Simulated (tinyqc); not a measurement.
Carrier statistics of a doped semiconductor with parabolic bands: one step. The neutral state. Two cases, with inputs chosen for the exercise.

Question. Solve the neutrality condition for EF to convergence.

Energies are counted from Ev, so Ec = Eg. n = Nc F_1/2((EF - Eg)/kT), p = Nv F_1/2(-EF/kT), ND+ = ND/(1 + 2 exp((EF - Eg + ED)/kT)), NA- = NA/(1 + 4 exp((EA - EF)/kT)); neutrality asks p + ND+ = n + NA-. F_j(eta) = (1/Gamma(j + 1)) integral_0^infinity x^j dx/(1 + exp(x - eta)), which tends to exp(eta) for eta << 0.

Give: EF; n; p; ND+; NA-.

Case 1.

Values chosen (near those of SiC; the results hold for these values, not for the real material):
- ND = 3.1e+12 1/cm^3 (donors)
- NA = 1.2e+15 1/cm^3 (acceptors)
- ED = 0.0587 eV (donor level below Ec)
- EA = 0.206 eV (acceptor level above Ev)

Eg = 3.2178235 eV
kT = 0.02585200 eV
Nc = 1.793954e+19 1/cm^3
Nv = 3.268303e+19 1/cm^3

Answer.

EF = 0.2713 eV
n = 5.68e-31 1/cm^3
p = 9.06e+14 1/cm^3
ND+ = 3.10e+12 1/cm^3
NA- = 9.09e+14 1/cm^3

The material is p-type; 75.7 % of the acceptors are ionised. EF lies 10.49 kT inside the gap from the valence edge, so Boltzmann statistics would serve; n p/(Nc Nv exp(-Eg/kT)) = 1.000.

Case 2.

Values chosen (near those of InAs; the results hold for these values, not for the real material):
- ND = 8.1e+13 1/cm^3 (donors)
- NA = 4.2e+12 1/cm^3 (acceptors)
- ED = 0.00211 eV (donor level below Ec)
- EA = 0.0152 eV (acceptor level above Ev)

Eg = 0.3408631 eV
kT = 0.03016067 eV
Nc = 1.287664e+17 1/cm^3
Nv = 8.426716e+18 1/cm^3

Answer.

EF = 0.2339 eV
n = 3.68e+15 1/cm^3
p = 3.61e+15 1/cm^3
ND+ = 7.63e+13 1/cm^3
NA- = 4.19e+12 1/cm^3

The material is nearly intrinsic; 94.2 % of the donors are ionised. EF lies 3.55 kT inside the gap from the conduction edge, so Boltzmann statistics would serve; n p/(Nc Nv exp(-Eg/kT)) = 0.990.

Computed by tinyqc, one run a case: `OMP_NUM_THREADS=1 python tinyqc.py N N+1 out.jsonl` with N = 1680657, 1681107; one thread of a shared Intel(R) Xeon(R) Processor @ 2.30GHz, about 0.01 s a run at most.
